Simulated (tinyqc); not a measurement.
Froehlich polaron in a polar crystal: one step, computed by the program tinyqc.

One electron in a parabolic band of mass m*, coupled to dispersionless LO phonons in the continuum model. Energies are in units of hbar omega unless marked, wave numbers in k_0 = sqrt(2 m* omega/hbar).

Question. Coupling constant and length scale. 1/eps* = 1/eps_inf - 1/eps_s; k_0 = sqrt(2 m* omega/hbar) = sqrt(m* hbar omega / (hbar^2/(2 m_0))) with m* in m_0; alpha = (e^2/(4 pi eps_0)) k_0/(2 eps* hbar omega); polaron length 1/k_0.

Inputs (values chosen for the exercise, modelled on gallium oxide):
```
quantity                          value  unit
band mass m*                      0.302   m_0
LO phonon energy hbar omega        44.7   meV
eps_inf                            3.51     -
static dielectric constant eps_s     10     -
```

Constants: hbar^2/(2 m_0) = 3.80998212 eV angstrom^2; e^2/(4 pi eps_0) = 14.39964548 eV angstrom.

Give: eps*; k_0; coupling constant alpha; polaron length 1/k_0.

Answer.

eps* = 5.408

k_0 = 0.05952 1/angstrom

coupling constant alpha = 1.773

polaron length 1/k_0 = 16.80 angstrom

Intermediate coupling.
